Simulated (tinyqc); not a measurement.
Short-channel transistor, virtual-source model with series resistance: effect of the temperature on the on and off currents.

The current per gate width is the charge at the top of the source barrier (the virtual source) times its velocity times a saturation function; al and be are fitting constants of the model. Units: I in uA/um, Rs in ohm um, so I Rs = 1e-6 I Rs in volts; Q in uC/cm^2, so I = 1e-4 Q vx0 Fsat with vx0 in cm/s.

Intrinsic voltages Vg' = Vgs - I Rs, Vd' = Vds - 2 I Rs. n = n0 + nd Vd', VT = VT0 - dl Vd', Ff = 1/(1 + exp((Vg' - VT + al Vt/2)/(al Vt))), Q = Cinv n Vt ln(1 + exp((Vg' - VT + al Vt Ff)/(n Vt))), Vdsat = (vx0 L/mu)(1 - Ff) + Vt Ff, Fsat = u/(1 + u^be)^(1/be) with u = Vd'/Vdsat, and I = Q vx0 Fsat per width. I is solved self-consistently. Ion is I at Vgs = Vds = 0.5 V, Ioff at Vgs = 0, Vds = 0.5 V, and Rlin = Vds/I at Vgs = 0.5 V, Vds = 0.05 V. mu, vx0, VT0, dl and n0 are held fixed.

Parameters, values chosen for the exercise: inversion capacitance Cinv = 1.31 uF/cm^2; velocity at the virtual source vx0 = 1.46e7 cm/s; apparent mobility mu = 1000 cm^2/(V s); channel length L = 65 nm; threshold at zero drain voltage VT0 = 0.306 V; drain-induced barrier lowering dl = 0.073 V/V; subthreshold factor n0 = 1.37; growth of n with drain voltage nd = 0.2 1/V; threshold shift (in units of Vt) from weak to strong inversion al = 3.5; sharpness of saturation be = 1.6; series resistance of each contact Rs = 50 ohm um.

Constants: q = 1.602176634e-19 C, kB = 1.380649e-23 J/K, Vt = kB T/q. Results are converted to the units shown.

Result of one run:
```
T (K)  Ion (uA/um)  Ioff (nA/um)  log10(Ion/Ioff)  Rlin (ohm um)
350         395.97        1569.4           2.4019         366.21
```

What becomes of these results when the temperature T is changed from 350 to 290 K, all else the same?

Result of the changed run:
```
T (K)  Ion (uA/um)  Ioff (nA/um)  log10(Ion/Ioff)  Rlin (ohm um)
290         389.33        414.36           2.9729         375.58
```

The whole series:
```
T (K)  Ion (uA/um)  Ioff (nA/um)  log10(Ion/Ioff)  Rlin (ohm um)
200         382.78        11.993           4.5040         388.40
230         384.46        53.316           3.8580         384.50
260         386.65        167.67           3.3629         380.16
290         389.33        414.36           2.9729         375.58
320         392.45        860.37           2.6591         370.90
350         395.97        1569.4           2.4019         366.21
380         399.86        2593.7           2.1880         361.59
410         404.08        3970.4           2.0076         357.07
```

As T goes from 200 to 410 K, Ion rises from 383 to 404 uA/um, Ioff rises from 12.0 to 3970 nA/um and Rlin falls from 388 to 357 ohm um. Ion changes by a factor of 1.06 and Ioff by 331. For T = 350 to 410 K the off current passes 1 uA/um, so the device is hardly off at Vgs = 0.

Computed by the program tinyqc: `OMP_NUM_THREADS=1 python tinyqc.py 2380119 2380120 out.jsonl`, one thread of a shared Intel Xeon 2.30GHz, about 0.01 s for the whole run.
